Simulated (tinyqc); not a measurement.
# Landau-Devonshire theory of a uniaxial ferroelectric, step by step

A worked calculation. Computed by tinyqc, a small Python program that keeps every step. Command: `OMP_NUM_THREADS=1 python tinyqc.py 3018380 3018381 out.jsonl ferro walk`. One thread of a shared host (Intel(R) Xeon(R) Processor @ 2.30GHz), about 0.01 s of CPU time with the checks. Intermediate numbers are printed to about 7 digits and carried at full precision; extremes and crossings named in words are read from the listed rows.

G(P) = (alpha/2) P^2 + (beta*/4) P^4 + (gamma/6) P^6 - E P per volume, SI units, one domain, P along the polar axis.

Inputs (values chosen for the exercise, for a model ferroelectric):
```
quantity                         value         unit
alpha_0                       1.63e+06  J m/(C^2 K)
Curie-Weiss temperature T0         720            K
beta                         -5.76e+08    J m^5/C^4
gamma                         2.19e+09    J m^9/C^6
temperature T                      595            K
applied field E                     54         MV/m
start of Newton steps P0/Ps       0.35            -
```

Sample: free crystal.

Constants: eps_0 = 8.8541878128e-12 F/m.

## Coefficients at T

alpha = alpha_0 (T - T0*), T0* = T0, beta* = beta.

T0* = 720 K

alpha = -2.037500e+08 J m/C^2

beta* = -5.76e+08 J m^5/C^4

beta* < 0: the transition is of first order.

## Spontaneous polarisation, susceptibility, coercive field

Ps^2 = [-beta* + sqrt(beta*^2 - 4 alpha gamma)]/(2 gamma). chi = 1/(eps_0 G''), G'' = alpha + 3 beta* P^2 + 5 gamma P^4 at Ps. Ps, chi and the coercive field are for perfect screening, without a depolarising field. The intrinsic coercive field is |alpha P + beta* P^3 + gamma P^5| at the P_c where G'' = 0. 1 C/m^2 = 100 microcoulomb/cm^2.

spontaneous polarisation Ps = 68.09312 microcoulomb/cm^2

susceptibility chi = 83.71296

well depth G(Ps) = -41.81013 MJ/m^3

P_c = 48.63019 microcoulomb/cm^2

intrinsic coercive field = 105.7644 MV/m

P_c/Ps = 0.714, above the 0.577 of a quartic well, as the sixth-order term matters. Real switching runs by domain nucleation at far lower fields.

## Temperatures of the first-order transition

T_C = T0* + 3 beta*^2/(16 alpha_0 gamma); the polar phase survives up to T1 = T0* + beta*^2/(4 alpha_0 gamma); at T_C Ps^2 = -3 beta*/(4 gamma); latent heat = (1/2) alpha_0 T_C Ps^2.

transition temperature T_C = 737.4267 K

superheating limit T1 = 743.2356 K

jump of Ps = 44.41399 microcoulomb/cm^2

latent heat = 118.5540 MJ/m^3

Thermal hysteresis can span at most T1 - T0* = 23.2 K.

## Polarisation in the field by Newton steps

Solve G'(P) = alpha P + beta* P^3 + gamma P^5 - E = 0 by P(new) = P - G'/G'' from P0; stop when the step is below 1e-11 C/m^2 (G' under 1e-6 MV/m is shown as 0).

Newton steps:
```
step  P (microcoulomb/cm^2)      G' (MV/m)  G'' (MJ m/C^2)
1                  23.83259  -1.086722e+02       -266.5727
2                 -16.93386  -1.700523e+01       -244.2973
3                 -23.89473   8.379153e-01       -266.7153
4                 -23.58057   1.147004e-03       -265.9786
5                 -23.58014              0       -265.9776
```

P at the end of the steps = -23.58014 microcoulomb/cm^2

1/(eps_0 G'') there = -424.6257

The steps end on a root with G'' < 0, the maximum of G between the wells: the start lay inside P_c, where the curvature is negative.

Reruns converge with start of Newton steps P0/Ps = 1.0; or with start of Newton steps P0/Ps = 2.0.

Checks made by the program: Ps against a numerical root of G'(P)/P (relative difference below 1e-10).
